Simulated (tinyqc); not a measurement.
What moves the results: deformation potentials from a strained empirical pseudopotential. A value that a table varies takes the place of the one given here.

Diamond lattice, no spin-orbit coupling. Atomic form factor V(q) = a1 (q^2 - a2)/(a3 exp(a4 q^2) - 1) in rydberg with q in 1/bohr, for the unstrained cell. Under a strain e the reciprocal vectors and k go over into (1 + e)^(-1) G, the atoms sit at +/- tau with tau = (1 + e) a (1,1,1)/8 - zeta a (eyz, ezx, exy)/4, and H(G,G') = c |k + G|^2 delta + (V(q)/det(1 + e)) cos(q.tau), q = G - G', with the term q = 0 left out; c = hbar^2/2m0. The basis is fixed before straining: all G with |k + G|^2 up to 16 (2 pi/a)^2. k is given in units of 2 pi/a of the unstrained cell.

Constants: hbar^2/2m0 = 3.80998211 eV angstrom^2; Ry = 13.60569312 eV; a0 (Bohr radius) = 0.5291772105 angstrom.

Values chosen for the exercise (a germanium-sized cell with gaps well above those of Ge; shifted at random, so the results belong to these values and not to a real crystal):
- a = 5.659 angstrom (lattice constant)
- A = (0.4, 2.416, 2.056, 0.456) (a1 (Ry bohr^2), a2 (1/bohr^2), a3, a4 (bohr^2))
- h = 0.001 (size of the test strain)
- kD = 0.82 2 pi/a (position of the Delta minimum)
- a1 = 0.4
- a2 = 2.416
- a3 = 2.056
- a4 = 0.456

## The internal displacement

Xu of L (level 5, the lowest empty one) and d from exy = eyz = ezx = h for several zeta: Xu = [E(L [111]) - E(L [1-1-1])]/((8/3) h), d = (single valence level - pair)/(3 sqrt(3) h). zeta = 0 strains the bonds with the lattice; zeta = 1 keeps all four bond lengths equal to first order.

Results:
```
zeta  Xu (L) (eV)  d (eV)
0.00         8.85    1.90
0.25        10.04   -0.49
0.50        11.23   -2.88
0.60        11.71   -3.83
0.75        12.43   -5.26
1.00        13.62   -7.65
```

How do the results move?

From zeta = 0 to 1, d goes from 1.90 to -7.65 eV and Xu (L) from 8.85 to 13.62 eV, both nearly linearly: the displacement is an optical-phonon mode, and d = d(0) - zeta d0/4 gives its deformation potential d0 = 38 eV. Leaving the relaxation out (zeta = 0 for 0.5) moves d by +4.77 eV, which reverses its sign, and Xu (L) by -2.38 eV. Tetragonal strain has no such freedom.

## Size of the test strain

e = diag(-h/2, -h/2, h). Xu = [E(Delta z) - E(Delta x)]/(1.5 h) at fixed kD, b = [E(Z) - E(X, Y)]/(4.5 h); one-sided from +h alone, central from +h and -h.

Results (eV):
```
h       Xu one-sided  Xu central  b one-sided  b central
0.0010         7.765       7.768       -2.987     -2.984
0.0025         7.760       7.768       -2.992     -2.984
0.0050         7.753       7.768       -3.000     -2.984
0.0100         7.738       7.769       -3.017     -2.984
0.0200         7.711       7.772       -3.050     -2.984
0.0300         7.685       7.777       -3.083     -2.985
```

How do the results move?

From h = 0.001 to 0.03 the one-sided Xu drifts by -0.080 eV and the central one by +0.009 eV; for b the drifts are -0.096 and -0.001 eV. The central difference cancels the term of second order in the strain, so its error goes as h^2. At h = 0.02 the linear law errs by 0.7 % for the valley splitting and 2.2 % for the valence splitting.

## What each parameter of the potential does

Gaps from the valence top to level 5 at Gamma and level 5 at (kD,0,0) and L, and their deformation potentials [E(+h) - E(-h)]/(3 ln((1 + h)/(1 - h))) for e = +/- h 1, h = 0.002. The row for the lattice constant keeps V(q) without the volume factor, so it is not a strain. Each row changes one parameter from the base and keeps the others.

Results:
```
case                Gamma (eV)  Delta (eV)  L (eV)  potential Gamma (eV)  potential Delta (eV)  potential L (eV)
base                     1.656       1.301   1.184                 -8.96                  0.84             -2.93
a = 5.602 angstrom       1.853       1.058   1.126                 -8.77                  1.15             -2.73
a1 = 0.396               1.633       1.231   1.136                 -8.88                  0.87             -2.89
a2 = 2.44                1.516       1.364   1.166                 -9.01                  0.78             -2.97
a3 = 2.035               1.678       1.400   1.246                 -9.06                  0.82             -2.96
a4 = 0.461               1.595       1.227   1.122                 -8.82                  0.93             -2.83
```

What can be read from the table?

The largest shifts from the base row, up to three for each result and ties (the steps differ in size, so this ranks the rows, not the parameters). Gamma (eV): a +0.197, a2 -0.140, a4 -0.061. Delta (eV): a -0.244, a3 +0.099, a4 -0.075. L (eV): a3 +0.063, a4 -0.062, a -0.058. potential Gamma (eV): a +0.20, a4 +0.15, a3 -0.10. potential Delta (eV): a +0.31, a4 +0.09, a2 -0.07. potential L (eV): a +0.20, a4 +0.10, a2 -0.04, a1 +0.04, a3 -0.04.

Program tinyqc; command `OMP_NUM_THREADS=1 python tinyqc.py 1850998 1850999 out.jsonl`; about 0.2 s on one thread of a shared Intel(R) Xeon(R) Processor @ 2.30GHz.
